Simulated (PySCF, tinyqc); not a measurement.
LCCD on RHF in the sto-3g basis, for H4, spin multiplicity 1, step by step. The lowest restricted solution is unstable here: a spin-polarised one lies 0.0054 hartree lower (PySCF). One step of it, computed by the program tinyqc.

Task: LCCD: starting amplitudes. t_ij^ab = <ij||ab> / (e_i + e_j - e_a - e_b), whose energy is MP2.

orbital energies (hartree): MO1 -0.613543, MO2 -0.352485, MO3 0.247631, MO4 0.830477

Two-electron integrals over orbitals (pq|rs), unique and non-zero (hartree):
```
(11|11) 0.503218    (21|21) 0.144825    (22|11) 0.422733    (22|22) 0.445429
(31|11) -0.089460   (31|22) 0.014582    (31|31) 0.106340    (32|21) 0.102426
(32|32) 0.150115    (33|11) 0.434851    (33|22) 0.441468    (33|31) -0.001298
(33|33) 0.459641    (41|21) 0.047369    (41|32) -0.047338   (41|41) 0.102000
(42|11) 0.089196    (42|22) -0.002793   (42|31) -0.096310   (42|33) -0.004057
(42|42) 0.102132    (43|21) -0.139225   (43|32) -0.104314   (43|41) -0.045618
(43|43) 0.150733    (44|11) 0.528385    (44|22) 0.450603    (44|31) -0.093000
(44|33) 0.466933    (44|42) 0.098355    (44|44) 0.585732
```

Give: Starting amplitudes; correlation energy.

Result:

Starting amplitudes (spin orbitals 1a, 1b, ...; amplitudes related by a flip of all spins are not repeated):
```
from      to        t
2a 2b  3a 3b  -0.1251
1a 1b  3a 3b  -0.0617
1a 2b  3a 4b   0.0471
2a 2b  4a 4b  -0.0432
1a 1b  4a 4b  -0.0353
1a 2a  3a 4a   0.0240
1a 2b  3b 4a  -0.0232
```

correlation energy = -0.046966 hartree
